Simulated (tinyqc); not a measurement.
Worked calculation: Hueckel theory of the pi electrons, for the molecule C=CC=C([CH2+])C=C (SMILES; centres numbered as the heavy atoms are written). Computed by tinyqc, a small Python program that keeps every step. Settings: charge = 1. Command: `OMP_NUM_THREADS=1 python tinyqc.py 30917 30918 out.jsonl` (the two numbers bound the seeds that draw the settings). One thread of a shared host (Intel(R) Xeon(R) Processor @ 2.60GHz), about 0.01 s of CPU time with the checks.

## The Hueckel matrix

Centres:
```
centre  z_r, pi electrons of the neutral centre         h
1C                                            1  0.000000
2C                                            1  0.000000
3C                                            1  0.000000
4C                                            1  0.000000
5C                                            1  0.000000
6C                                            1  0.000000
7C                                            1  0.000000
```

Bonds:
```
i  j  k
1  2  1
2  3  1
3  4  1
4  5  1
4  6  1
6  7  1
```

H_rr = alpha + h_r beta, H_rs = k_rs beta for bonded centres.

Hueckel matrix in units of beta (H = alpha + beta A), lower triangle:
```
          1C        2C        3C        4C        5C        6C        7C
1C  0.000000
2C  1.000000  0.000000
3C  0.000000  1.000000  0.000000
4C  0.000000  0.000000  1.000000  0.000000
5C  0.000000  0.000000  0.000000  1.000000  0.000000
6C  0.000000  0.000000  0.000000  1.000000  0.000000  0.000000
7C  0.000000  0.000000  0.000000  0.000000  0.000000  1.000000  0.000000
```

## Orbitals

pi electrons, sum of z_r less the charge = 6

Diagonalise; E = alpha + x beta with beta < 0, so the largest x are filled first; degenerate levels share their electrons. P = sum n_i c_ri c_si; each orbital has its largest coefficient positive (the first on a tie).

x values: 1.969616  1.285575  0.684040  0.000000  -0.684040  -1.285575  -1.969616

occupations: 2.000000  2.000000  2.000000  0.000000  0.000000  0.000000  0.000000

coefficients:
```
         MO1        MO2        MO3        MO4        MO5        MO6        MO7
1C  0.161230   0.464243   0.303013   0.577350  -0.303013  -0.464243  -0.161230
2C  0.317561   0.596819   0.207273   0.000000   0.207273   0.596819   0.317561
3C  0.464243   0.303013  -0.161230  -0.577350   0.161230  -0.303013  -0.464243
4C  0.596819  -0.207273  -0.317561   0.000000  -0.317561  -0.207273   0.596819
5C  0.303013  -0.161230  -0.464243   0.577350   0.464243   0.161230  -0.303013
6C  0.408248  -0.408248   0.408248   0.000000  -0.408248   0.408248  -0.408248
7C  0.207273  -0.317561   0.596819   0.000000   0.596819  -0.317561   0.207273
```

charge and bond-order matrix P, lower triangle:
```
           1C         2C         3C        4C         5C        6C        7C
1C   0.666667
2C   0.782151   1.000000
3C   0.333333   0.589701   0.666667
4C  -0.192450   0.000000   0.530926  1.000000
5C  -0.333333  -0.192450   0.333333  0.723376   0.666667
6C   0.000000  -0.058776   0.000000  0.397251   0.000000  1.000000
7C   0.133674   0.000000  -0.192450  0.000000  -0.326125  0.915826  1.000000
```

## Energy, charges, bond orders

E = sum n x; q_r = z_r - P_rr; bond order p = P_rs; free valence = sqrt(3) - sum of p over the bonds of the atom.

pi energy = 6 alpha + this times beta = 7.878462

pi charges: 1C 0.333333, 2C 0.000000, 3C 0.333333, 4C 0.000000, 5C 0.333333, 6C 0.000000, 7C 0.000000

Bond orders and lengths from R = 1.517 - 0.180 p (angstrom, C-C alone):
```
bond         p         R
1-2   0.782151  1.376213
2-3   0.589701  1.410854
3-4   0.530926  1.421433
4-5   0.723376  1.386792
4-6   0.397251  1.445495
6-7   0.915826  1.352151
```

free valence of the carbons: 1C 0.949899, 2C 0.360198, 3C 0.611424, 4C 0.080498, 5C 1.008675, 6C 0.418974, 7C 0.816225

gap between the highest filled and the next level = 0.684040 |beta|
